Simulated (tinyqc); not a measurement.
ESD clamp with bipolar snapback, compact model and design window: one step of the calculation.

The drain junction multiplies the current that enters it: Igen = (M - 1)(Ic + I0), M = 1/(1 - (Vj/BV)^n). The generated holes leave through the substrate resistance and the base of the parasitic npn: Igen = Vb/Rb + Ic/be, Ic = Is exp(Vb/Vt). Terminal current I = Ic + I0 + Igen and voltage V = Vj + I Ro, per width. Isothermal, constant gain.

Task. Design window and human-body level. Human-body model: 100 pF through 1500 ohm, peak current about (level - Vt2)/1500 ohm, decay time 150 ns. All fingers turn on before the first fails if Vt2 > Vt1; then the clamp carries Nf Wf It2, otherwise in the worst case Wf It2. Margins: Vh - 1.1 Vdd against latching in operation, Vox - max(Vt1, Vt2) for the protected oxide.

Inputs (values chosen for the exercise); values close to those of grounded-gate n-channel clamps: failure current for 100 ns It2 = 11.3 mA/um; finger width Wf = 20 um; number of fingers Nf = 12; human-body-model level Lv = 2 kV; oxide breakdown voltage for 100 ns Vox = 12.3 V; supply voltage Vdd = 5 V.

Vt1 = 7.5034360 V
Vh = 5.1120243 V
Vt2 = 6.7422537 V

Give: peak current; current the clamp carries; level it withstands; holding margin; oxide margin.

Result.

peak current = 1.3288 A
current the clamp carries = 0.22600 A
level it withstands = 0.34574 kV
holding margin = -0.38798 V
oxide margin = 4.7966 V

Uniform turn-on is not assured; the clamp fails the level. The holding margin is negative.

Program tinyqc, `OMP_NUM_THREADS=1 python tinyqc.py 2670056 2670057 out.jsonl`; Intel Xeon 2.30GHz, shared host, one thread, about 0.01 s.
